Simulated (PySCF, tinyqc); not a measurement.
Worked calculation: FCI on RHF in the sto-6g basis, for H3+, spin multiplicity 1. The lowest restricted solution is unstable here: a spin-polarised one lies 0.0047 hartree lower (PySCF). One step of it, computed by the program tinyqc.

Question. FCI: roots. Diagonalise (each vector has its largest component positive (the first on a tie)); all determinants have Ms = 0, so triplets appear too. The lowest singlet root is the correlation energy.

Occupation strings over the orbitals (2 doubly, a alpha, b beta, 0 empty; spin orbitals ordered 1a 1b 2a 2b ...): 200 ab0 a0b ba0 b0a 020 0ab 0ba 002

H - E(HF) between determinants (hartree):
```
          200        ab0        a0b        ba0        b0a        020        0ab        0ba
200  0.000000   0.000000   0.000000   0.000000   0.000000   0.155140   0.000000   0.000000
ab0  0.000000   0.253789   0.000000  -0.155140   0.000000   0.131354   0.000000   0.000000
a0b  0.000000   0.000000   0.288170   0.000000  -0.159043   0.000000  -0.109112   0.111801
ba0  0.000000  -0.155140   0.000000   0.253789   0.000000  -0.131354   0.000000   0.000000
b0a  0.000000   0.000000  -0.159043   0.000000   0.288170   0.000000   0.111801  -0.109112
020  0.155140   0.131354   0.000000  -0.131354   0.000000   0.633719   0.000000   0.000000
0ab  0.000000   0.000000  -0.109112   0.000000   0.111801   0.000000   0.458353  -0.081181
0ba  0.000000   0.000000   0.111801   0.000000  -0.109112   0.000000  -0.081181   0.458353
002  0.159043  -0.111801   0.000000   0.111801   0.000000   0.081181   0.000000   0.000000

           002
200   0.159043
ab0  -0.111801
a0b   0.000000
ba0   0.111801
b0a   0.000000
020   0.081181
0ab   0.000000
0ba   0.000000
002   0.670616
```

Give: lowest roots of this matrix, relative to E(HF); lowest vectors; <S^2> of these roots; weight of the ground state by excitation level 0, 1, 2, ....

Answer.

lowest roots of this matrix, relative to E(HF) (hartree): [-0.0622, 0.0986, 0.1291, 0.2326, 0.2677, 0.3772, 0.7191, 0.7459]

lowest vectors, order 200, ab0, a0b, ba0, b0a, 020, 0ab, 0ba, 002:
$$\begin{pmatrix}
0.9628 & 0.0000 & 0.0000 & -0.0308 \\
0.0115 & 0.7071 & 0.0000 & 0.5727 \\
0.0000 & 0.0000 & 0.7071 & 0.0000 \\
-0.0115 & 0.7071 & 0.0000 & -0.5727 \\
0.0000 & 0.0000 & 0.7071 & 0.0000 \\
-0.1976 & 0.0000 & 0.0000 & -0.4411 \\
0.0000 & 0.0000 & -0.0077 & 0.0000 \\
0.0000 & 0.0000 & -0.0077 & 0.0000 \\
-0.1836 & 0.0000 & 0.0000 & 0.3853
\end{pmatrix}$$

<S^2> of these roots: [0.0000, 2.0000, 2.0000, 0.0000, 0.0000, 2.0000, 0.0000, 0.0000]

weight of the ground state by excitation level 0, 1, 2, ...: [0.9270, 0.0003, 0.0727]
